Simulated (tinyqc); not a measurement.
Lifetime against injection: carrier lifetime from Shockley-Read-Hall, radiative, Auger and surface recombination. Computed by tinyqc, a small Python program. Command: `OMP_NUM_THREADS=1 python tinyqc.py 3021722 3021723 out.jsonl lifetime walk`. One thread of a shared host (Intel(R) Xeon(R) Processor @ 2.30GHz), about 0.03 s of CPU time with the checks.

Energies are counted from the top of the valence band. Boltzmann statistics, full ionisation, and equal excess densities of electrons and holes.

Inputs (values chosen for the exercise, for a model semiconductor):
```
quantity                          value    unit
gap E_g                            1.24      eV
electron mass m_e                 0.249     m_0
valleys M_c                           6       -
hole mass m_h                     0.817     m_0
temperature T                       250       K
doping N                        1.7e+16   cm^-3
trap level E_t                    0.198      eV
trap density N_t                1.2e+14   cm^-3
electron cross-section sigma_n  5.5e-15    cm^2
hole cross-section sigma_p      1.8e-15    cm^2
radiative coefficient B         7.8e-15  cm^3/s
Auger coefficient C_n           1.3e-31  cm^6/s
Auger coefficient C_p           3.2e-30  cm^6/s
```

Doping: p-type. Surface term: none.

Constants: m_0 = 9.1093837015e-31 kg; k_B = 1.380649e-23 J/K; h = 6.62607015e-34 J s; k_B = 8.617333262e-05 eV/K.

Method:
- N_c = 2 M_c (2 pi m_e k_B T/h^2)^(3/2) and N_v = 2 (2 pi m_h k_B T/h^2)^(3/2), masses in units of m_0.
- n_i = sqrt(N_c N_v) exp(-E_g/2 k_B T); majority density N/2 + sqrt(N^2/4 + n_i^2), minority density n_i^2 over it.
- v = sqrt(3 k_B T/m) with m_e or m_h; tau_n0 = 1/(sigma_n v_n N_t), tau_p0 = 1/(sigma_p v_p N_t); n1 = N_c exp(-(E_g - E_t)/k_B T), p1 = N_v exp(-E_t/k_B T).
- With n = n_0 + dn, p = p_0 + dn and U/dn = 1/tau: (n p - n_i^2)/dn = n_0 + p_0 + dn = s; 1/tau_SRH = s/[tau_p0 (n + n1) + tau_n0 (p + p1)]; 1/tau_rad = B s; 1/tau_Aug = (C_n n + C_p p) s; the rates add.
- Rows stop below half the smaller effective density of states.

N_c = 1.42315e+19 cm^-3

N_v = 1.40972e+19 cm^-3

n_0 = 0.00118750 cm^-3

p_0 = 1.70e+16 cm^-3

tau_p0 = 3.92491e-07 s

n1 = 0.0140428 cm^-3

tau_n0 = 7.09133e-08 s

p1 = 1.43757e+15 cm^-3

Lifetimes (s):
```
dn (cm^-3)         SRH  radiative       Auger   effective  radiative efficiency  fastest channel
1.00e+10    7.6910e-08  0.0075415  1.0813e-03  7.6904e-08             0.0000102              SRH
1.00e+11    7.6912e-08  0.0075414  1.0813e-03  7.6906e-08             0.0000102              SRH
1.00e+12    7.6933e-08  0.0075410  1.0812e-03  7.6926e-08             0.0000102              SRH
1.00e+13    7.7137e-08  0.0075370  1.0800e-03  7.7131e-08             0.0000102              SRH
1.00e+14    7.9170e-08  0.0074974  1.0685e-03  7.9163e-08             0.0000106              SRH
1.00e+15    9.8382e-08  0.0071225  9.6233e-04  9.8370e-08             0.0000138              SRH
1.00e+16    2.2006e-07  0.0047483  4.2232e-04  2.1993e-07             0.0000463              SRH
1.00e+17    4.0725e-07  0.0010958  2.2062e-05  3.9972e-07             0.0003648              SRH
1.00e+18    4.5694e-07  0.0001261  2.9053e-07  1.7736e-07             0.0014069            Auger
```

tau_SRH goes from 7.69e-8 s at low injection (1.08 times the minority capture time) to 4.57e-7 s in the last row; at high injection it tends to tau_n0 + tau_p0 = 4.63e-7 s. Ruling channel by row: SRH from 1e10, Auger from 1e18 cm^-3.
